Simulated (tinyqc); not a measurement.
## Conductivities from two wire lengths

Inverse problem. A wire with uniform heating p0 per length and ends at the substrate temperature has theta(L/2) = (p0/g)[1 - 1/cosh(L/(2 LH))], LH = sqrt(kap A/g). Find LH, g and kap.

Values chosen for this exercise: cross-section A = 730 nm^2; peak heating per length p0 = 0.0063 uW/nm.

theta at the middle for L = 1400 and 2800 nm (K): 8.2514247  17.172039

Solution. With c = cosh(L1/(2 LH)) the longer wire has 2 c^2 - 1. The ratio of the two rises falls steadily from 4 to 1 as c grows, so it fixes c; g and kap follow.

LH = 697.6 nm
g = 0.2700 W/(m K)
kap = 180.0 W/(m K)

Program tinyqc, `OMP_NUM_THREADS=1 python tinyqc.py 2520049 2520050 out.jsonl`; Intel Xeon 2.30GHz, shared host, one thread, about 0.01 s.
